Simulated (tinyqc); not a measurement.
Inside a calculation. Method: plane-wave Kohn-Sham cycle with exchange-only LDA in a layered model solid. One step of it, computed by the program tinyqc.

Question. Iteration 2: levels at that k. Diagonalise the Hermitian matrix.

H (hartree), lower triangle:
```
,-3,-2,-1,+0,+1,+2,+3
-3,0.535197
-2,-0.110384,0.124135
-1,0.008672,-0.110384,-0.104233
+0,0.000639,0.008672,-0.110384,-0.149907
+1,0.000512,0.000639,0.008672,-0.110384,-0.012886
+2,0.000302,0.000512,0.000639,0.008672,-0.110384,0.306829
+3,0.000048,0.000302,0.000512,0.000639,0.008672,-0.110384,0.809238
```

Give: eigenvalues.

Answer.

eigenvalues (hartree): -0.2760  -0.1154  0.0264  0.1526  0.3220  0.5650  0.8336
